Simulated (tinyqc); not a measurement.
Inside a calculation. Method: CIS on RHF in the 6-31g basis, for H-, spin multiplicity 1. The basis has no diffuse functions, so it cannot describe the extra electron: this is an exercise in the method, not the real anion. One step of it, computed by the program tinyqc.

Problem. CIS matrix, singlets. A(ia,jb) = (e_a - e_i) d_ij d_ab + 2 (ia|jb) - (ij|ab).

orbital energies (hartree): MO1 0.055212, MO2 1.486923

Two-electron integrals over orbitals (pq|rs), unique and non-zero (hartree):
```
(11|11) 0.532867   (21|11) 0.138978   (21|21) 0.136050   (22|11) 0.591309
(22|21) 0.243852   (22|22) 0.778941
```

Give: CIS matrix A, singlet.

Solution.

CIS matrix A, singlet (hartree), order 1>2:
$$\begin{pmatrix}
1.113
\end{pmatrix}$$
